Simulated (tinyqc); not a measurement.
Inside a calculation: smearing for a one-band metal on the fcc lattice. Values are carried at full precision from step to step, so a last printed digit may differ when a step is redone from the rounded ones.

Lattice vectors (units of a): a1 = (0, 1/2, 1/2), a2 = (1/2, 0, 1/2), a3 = (1/2, 1/2, 0). E(k) = -t A_1(k) - t2 A_2(k), A_m the sum of cos(k . R) over the 12 nearest and 6 second lattice vectors. Mesh k = sum (j_i/N) b_i, j_i = 0 .. N-1.

Inputs chosen for the exercise: t = 0.6 eV (nearest hopping); t2 = 0.16 eV (second hopping); N = 6 (unshifted mesh); ne = 0.32 (electrons per cell); sigma = 0.12 eV (width).

## Levels on the mesh

Evaluate the band and collect equal energies with their counts.

Distinct levels:

| E_k (eV) | points |
|---|---|
| -8.1600 | 1 |
| -5.8800 | 8 |
| -5.2800 | 6 |
| -3.0000 | 12 |
| -1.8000 | 24 |
| -1.3200 | 8 |
| -0.4800 | 6 |
| 0.4800 | 24 |
| 0.6000 | 24 |
| 0.9600 | 4 |
| 1.0800 | 24 |
| 1.3200 | 24 |
| 1.4400 | 3 |
| 1.8000 | 36 |
| 1.9200 | 12 |

15 distinct levels; the mean spacing is 0.720 eV.

## Fermi level with Methfessel-Paxton (first order) smearing

With x = (E_k - mu)/sigma: Methfessel-Paxton (first order) f = erfc(x)/2 - x exp(-x^2)/(2 sqrt(pi)), s = (1 - 2 x^2) exp(-x^2)/(4 sqrt(pi)). With weights w = points/N^d (d the dimension), mu solves 2 sum w f = ne; E = 2 sum w f E_k, S = 2 sum w s, F = E - sigma S.

Weights w = points/total. Bisection from the lowest and highest level; ten steps are shown.

Bisection:

| step | low (eV) | high (eV) | mu (eV) | electrons |
|---|---|---|---|---|
| 1 | -8.1600 | 1.9200 | -3.1200 | 0.1361 |
| 2 | -3.1200 | 1.9200 | -0.6000 | 0.5449 |
| 3 | -3.1200 | -0.6000 | -1.8600 | 0.2789 |
| 4 | -1.8600 | -0.6000 | -1.2300 | 0.5445 |
| 5 | -1.8600 | -1.2300 | -1.5450 | 0.4725 |
| 6 | -1.8600 | -1.5450 | -1.7025 | 0.4707 |
| 7 | -1.8600 | -1.7025 | -1.7812 | 0.3901 |
| 8 | -1.8600 | -1.7812 | -1.8206 | 0.3293 |
| 9 | -1.8600 | -1.8206 | -1.8403 | 0.3017 |
| 10 | -1.8403 | -1.8206 | -1.8305 | 0.3150 |

## Occupations and energies

Converge mu, then list x, f and s of each level and form the sums.

mu = -1.8270 eV

x, f and s of each level:

| E_k (eV) | x | f | s |
|---|---|---|---|
| -8.1600 | -52.78 | 1.0000 | 0.0000 |
| -5.8800 | -33.78 | 1.0000 | 0.0000 |
| -5.2800 | -28.78 | 1.0000 | 0.0000 |
| -3.0000 | -9.78 | 1.0000 | 0.0000 |
| -1.8000 | 0.22 | 0.3150 | 0.1205 |
| -1.3200 | 4.22 | 0.0000 | 0.0000 |
| -0.4800 | 11.22 | 0.0000 | 0.0000 |
| 0.4800 | 19.22 | 0.0000 | 0.0000 |
| 0.6000 | 20.22 | 0.0000 | 0.0000 |
| 0.9600 | 23.22 | 0.0000 | 0.0000 |
| 1.0800 | 24.22 | 0.0000 | 0.0000 |
| 1.3200 | 26.22 | 0.0000 | 0.0000 |
| 1.4400 | 27.22 | 0.0000 | 0.0000 |
| 1.8000 | 30.22 | 0.0000 | 0.0000 |
| 1.9200 | 31.22 | 0.0000 | 0.0000 |

E = -1.2638 eV
S = 0.0268
F = -1.2670 eV
(E + F)/2 = -1.2654 eV

Levels with f between 0.001 and 0.999: 1. For this scheme F itself has no term in sigma^2, so F is the estimate of the energy at zero width. That argument needs a smooth density of states, and the number of distinct levels within 2 sigma of mu is only 1, so it may fail on this mesh.

## Checks

- The slope dF/d sigma by finite differences against -S: both -0.026788.
- The slope dF/d ne by finite differences against mu (eV): both -1.8270.

Computed by tinyqc, a small Python program: `OMP_NUM_THREADS=1 python tinyqc.py 1650255 1650256 out.jsonl` (the numbers bound the seed that draws the inputs); one thread of a shared host (Intel(R) Xeon(R) Processor @ 2.30GHz), about 0.3 s for the whole set of steps.
